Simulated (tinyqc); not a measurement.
Inside a calculation. Method: coupled-perturbed Hartree-Fock on RHF in the 6-31g basis, for H3-, spin multiplicity 1. The basis has no diffuse functions, so it cannot describe the extra electron: this is an exercise in the method, not the real anion. One step of it, computed by the program tinyqc.

Question. Coupled step 2. U_ai = -(mu_ai + sum_bj [4 (ai|bj) - (ab|ij) - (aj|bi)] U_bj) / (e_a - e_i); alpha = -4 sum U_ai mu_ai.

U after step 1:
```
          i1         i2
a3  0.885065  -3.771554
a4  0.066232   0.249837
a5  0.194466  -0.005816
a6  0.046619  -0.045873
```

dipole integrals <a|z|i> (bohr):
```
           i1         i2
a3  -0.501276   1.235683
a4  -0.063129  -0.144207
a5  -0.073080  -0.000117
a6  -0.038277  -0.072588
```

orbital energies (hartree): MO1 -0.235138, MO2 0.023558, MO3 0.454314, MO4 1.345380, MO5 1.396883, MO6 1.406861

Two-electron integrals over orbitals (pq|rs), unique and non-zero (hartree):
```
(11|11) 0.470460    (21|11) -0.000023   (21|21) 0.109699    (22|11) 0.390516
(22|21) 0.000024    (22|22) 0.402397    (31|11) 0.053850    (31|21) 0.000011
(31|22) -0.024199   (31|31) 0.079665    (32|11) 0.000017    (32|21) -0.073120
(32|22) -0.000020   (32|31) -4.09e-06   (32|32) 0.067139    (33|11) 0.385009
(33|21) -0.000008   (33|22) 0.334726    (33|31) 0.044305    (33|32) 0.000009
(33|33) 0.355245    (41|11) -0.085668   (41|21) 0.000038    (41|22) -0.050750
(41|31) -0.026437   (41|32) -0.000022   (41|33) -0.053513   (41|41) 0.067104
(42|11) 0.000064    (42|21) -0.025176   (42|22) 0.000053    (42|31) -0.000008
(42|32) 0.016823    (42|33) 0.000032    (42|41) -0.000051   (42|42) 0.021819
(43|11) -0.035647   (43|21) -0.000009   (43|22) -0.002411   (43|31) -0.021324
(43|32) -6.01e-07   (43|33) -0.019527   (43|41) 0.034750    (43|42) 0.000017
(43|43) 0.043209    (44|11) 0.456205    (44|21) -0.000124   (44|22) 0.351664
(44|31) 0.085905    (44|32) 0.000086    (44|33) 0.385612    (44|41) -0.101194
(44|42) 0.000087    (44|43) -0.050256   (44|44) 0.493698    (51|11) -0.000044
(51|21) -0.046354   (51|22) -0.000047   (51|31) -0.000017   (51|32) 0.028273
(51|33) -0.000032   (51|41) 0.000006    (51|42) 0.029850    (51|43) 0.000036
(51|44) 4.31e-06    (51|51) 0.045673    (52|11) -0.082183   (52|21) -0.000034
(52|22) -0.087570   (52|31) 0.014007    (52|32) 0.000023    (52|33) -0.042938
(52|41) 0.039271    (52|42) -0.000028   (52|43) -0.008529   (52|44) -0.066324
(52|51) 0.000065    (52|52) 0.078860    (53|11) -0.000017   (53|21) 0.018866
(53|22) 0.000011    (53|31) -0.000012   (53|32) -0.003988   (53|33) -0.000006
(53|41) 0.000038    (53|42) -0.016465   (53|43) 0.000012    (53|44) -0.000054
(53|51) -0.025232   (53|52) -0.000033   (53|53) 0.021858    (54|11) 0.000020
(54|21) 0.084070    (54|22) -0.000015   (54|31) 0.000076    (54|32) -0.056479
(54|33) 0.000028    (54|41) 0.000015    (54|42) -0.026453   (54|43) -0.000047
(54|44) -0.000033   (54|51) -0.045892   (54|52) -2.95e-06   (54|53) 0.022342
(54|54) 0.077137    (55|11) 0.396339    (55|21) 0.000167    (55|22) 0.414750
(55|31) -0.030774   (55|32) -0.000119   (55|33) 0.331377    (55|41) -0.065697
(55|42) 0.000027    (55|43) 0.007609    (55|44) 0.362698    (55|51) -0.000144
(55|52) -0.124804   (55|53) 0.000062    (55|54) 0.000095    (55|55) 0.470317
(61|11) -0.009747   (61|21) -0.000017   (61|22) 0.044060    (61|31) -0.047570
(61|32) 0.000008    (61|33) -0.013330   (61|41) 0.017869    (61|42) 0.000037
(61|43) 0.041412    (61|44) -0.039738   (61|51) 0.000020    (61|52) -0.043637
(61|53) 0.000021    (61|54) -0.000080   (61|55) 0.069722    (61|61) 0.066435
(62|11) -0.000024   (62|21) 0.064967    (62|22) 4.19e-06    (62|31) 0.000007
(62|32) -0.038230   (62|33) -0.000009   (62|41) 0.000047    (62|42) -0.032558
(62|43) -0.000022   (62|44) -0.000098   (62|51) -0.052575   (62|52) -0.000033
(62|53) 0.032063    (62|54) 0.062138    (62|55) 0.000112    (62|61) -0.000021
(62|62) 0.066741    (63|11) -0.098066   (63|21) 0.000007    (63|22) -0.060690
(63|31) -0.028712   (63|32) -3.05e-06   (63|33) -0.060024   (63|41) 0.056176
(63|42) -0.000035   (63|43) 0.024779    (63|44) -0.108026   (63|51) 0.000029
(63|52) 0.044183    (63|53) 0.000015    (63|54) -0.000014   (63|55) -0.074678
(63|61) 0.009003    (63|62) 0.000014    (63|63) 0.057418    (64|11) 0.046169
(64|21) 0.000105    (64|22) -0.041637   (64|31) 0.086664    (64|32) -0.000071
(64|33) 0.043174    (64|41) -0.038301   (64|42) -0.000062   (64|43) -0.047203
(64|44) 0.100485    (64|51) -0.000082   (64|52) 0.039366    (64|53) -3.49e-06
(64|54) 0.000196    (64|55) -0.070827   (64|61) -0.081486   (64|62) 0.000084
(64|63) -0.030652   (64|64) 0.130024    (65|11) 0.000053    (65|21) -0.126498
(65|22) -0.000058   (65|31) 0.000043    (65|32) 0.091503    (65|33) 0.000035
(65|41) -0.000084   (65|42) 0.048032    (65|43) -0.000009   (65|44) 0.000230
(65|51) 0.077652    (65|52) 0.000087    (65|53) -0.033707   (65|54) -0.116258
(65|55) -0.000285   (65|61) -0.000025   (65|62) -0.097964   (65|63) -0.000028
(65|64) -0.000071   (65|65) 0.185754    (66|11) 0.458903    (66|21) -0.000052
(66|22) 0.409098    (66|31) 0.029653    (66|32) 0.000036    (66|33) 0.379272
(66|41) -0.110319   (66|42) 0.000099    (66|43) -0.034079   (66|44) 0.461483
(66|51) -0.000041   (66|52) -0.116326   (66|53) -0.000023   (66|54) -0.000036
(66|55) 0.450376    (66|61) 0.013266    (66|62) -0.000053   (66|63) -0.112450
(66|64) 0.019828    (66|65) 0.000083    (66|66) 0.503330
```

Give: U after step 2; polarisability.

Answer.

U after step 2:
```
       i1      i2
a3  0.922  -4.108
a4  0.075   0.313
a5  0.261  -0.008
a6  0.055  -0.086
```

polarisability = 22.414 bohr^3
